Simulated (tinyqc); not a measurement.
# Carrier lifetime of a p-type layer with SRH, radiative, Auger and surface recombination: effect of the trap level below the conduction band at dn = 3e14 cm^-3

Uniform excess density dn = dp (no trapping), n = n0 + dn, p = p0 + dn, Boltzmann statistics, full ionisation. Surfaces enter as a rate 2 S dn/d, which holds while diffusion to them is fast.

ni = sqrt(Nc Nv) exp(-Eg/(2 Vt)), Eg in volts; majority density N/2 + sqrt(N^2/4 + ni^2), n0 p0 = ni^2; n1 = Nc exp(-Et/Vt), p1 = Nv exp((Et - Eg)/Vt); tn0 = 1/(sn vth Nt), tp0 = 1/(sp vth Nt). With e = n p - ni^2 = dn (n0 + p0 + dn): U_SRH = e/(tp0 (n + n1) + tn0 (p + p1)), U_rad = B e, U_Aug = (Cn n + Cp p) e, U_s = 2 S dn/d. Each tau is dn over its rate; tau = dn/U with U the sum. Here dn = 3e14 cm^-3.

Inputs (values chosen for the exercise); band and dielectric values those of a made-up semiconductor: temperature T = 400 K; band gap Eg = 0.946 eV; conduction-band density of states at T Nc = 3.62e19 cm^-3; valence-band density of states at T Nv = 3.22e19 cm^-3; radiative coefficient B = 4.4e-15 cm^3/s; acceptor density N = 6.6e15 cm^-3; Auger coefficient (two electrons) Cn = 5.2e-31 cm^6/s; Auger coefficient (two holes) Cp = 1.4e-31 cm^6/s; trap density Nt = 4.5e12 cm^-3; capture cross-section for electrons sn = 2e-14 cm^2; capture cross-section for holes sp = 1e-16 cm^2; thermal velocity (both carriers) vth = 1.8e7 cm/s; surface recombination velocity (both faces) S = 0 cm/s; sample thickness d = 1 um.

Constants: q = 1.602176634e-19 C, kB = 1.380649e-23 J/K, Vt = kB T/q. Results are converted to the units shown.

The same in every row: tau_rad (s) = 0.032936; tau_Aug (s) = 0.12914.

Effect of the trap level below the conduction band at dn = 3e14 cm^-3:

| Et (eV) | tau_SRH (s) | tau (s) | radiative share (%) | largest path |
|---|---|---|---|---|
| 0.06 | 0.11361 | 0.021319 | 64.727 | radiative |
| 0.16 | 0.0062496 | 0.0050476 | 15.325 | SRH |
| 0.27 | 2.6273e-4 | 2.6013e-4 | 0.78979 | SRH |
| 0.37 | 2.0099e-5 | 2.0084e-5 | 0.060979 | SRH |
| 0.47 | 6.7669e-6 | 6.7651e-6 | 0.020540 | SRH |
| 0.58 | 6.0908e-6 | 6.0894e-6 | 0.018489 | SRH |
| 0.68 | 7.2725e-6 | 7.2705e-6 | 0.022075 | SRH |
| 0.78 | 2.9321e-5 | 2.9288e-5 | 0.088924 | SRH |
| 0.89 | 5.7340e-4 | 5.6114e-4 | 1.7037 | SRH |

Radiative recombination leads at Et = 0.06, SRH from 0.16 on. tau_SRH goes from 0.114 through a minimum of 6.09e-6 (at Et = 0.58 among the rows listed) to 5.73e-4 s and the total lifetime goes from 0.0213 through a minimum of 6.09e-6 (at Et = 0.58 among the rows listed) to 5.61e-4 s. tau_SRH is within a factor 1.5 of its lowest value for Et from 0.47 to 0.68 eV; nearer a band edge n1 or p1 outgrows the carrier densities and the trap re-emits what it captured.

Numbers from tinyqc (`OMP_NUM_THREADS=1 python tinyqc.py 2300102 2300103 out.jsonl`; about 0.01 s on one thread of a shared Intel Xeon 2.30GHz).
